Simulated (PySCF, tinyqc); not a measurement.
FCI on RHF in the sto-3g basis, frozen core, for BeH+, spin multiplicity 1, step by step. The lowest restricted solution is unstable here: a spin-polarised one lies 0.0314 hartree lower (PySCF). One step of it, computed by the program tinyqc.

Task: Orthogonalisation. S = U s U^T; symmetric (Loewdin) form X = U s^(-1/2) U^T, so that X^T S X = 1.

overlap S, order 1Be 1s, 1Be 2s, 1Be 2px, 1Be 2py, 1Be 2pz, 2H 1s:
```
[[1.000000, 0.259517, 0.000000, 0.000000, 0.000000, 0.012629],
 [0.259517, 1.000000, 0.000000, 0.000000, 0.000000, 0.206179],
 [0.000000, 0.000000, 1.000000, 0.000000, 0.000000, 0.000000],
 [0.000000, 0.000000, 0.000000, 1.000000, 0.000000, 0.000000],
 [0.000000, 0.000000, 0.000000, 0.000000, 1.000000, 0.281889],
 [0.012629, 0.206179, 0.000000, 0.000000, 0.281889, 1.000000]]
```

Give: eigenvalues of S; X.

Result:

eigenvalues of S: [0.6122, 0.8083, 1.0000, 1.0000, 1.1804, 1.3991]

X, order 1Be 1s, 1Be 2s, 1Be 2px, 1Be 2py, 1Be 2pz, 2H 1s:
```
[[1.0271, -0.1386, 0.0000, 0.0000, -0.0040, 0.0161],
 [-0.1386, 1.0455, 0.0000, 0.0000, 0.0249, -0.1156],
 [0.0000, 0.0000, 1.0000, 0.0000, 0.0000, 0.0000],
 [0.0000, 0.0000, 0.0000, 1.0000, 0.0000, 0.0000],
 [-0.0040, 0.0249, 0.0000, 0.0000, 1.0328, -0.1530],
 [0.0161, -0.1156, 0.0000, 0.0000, -0.1530, 1.0508]]
```
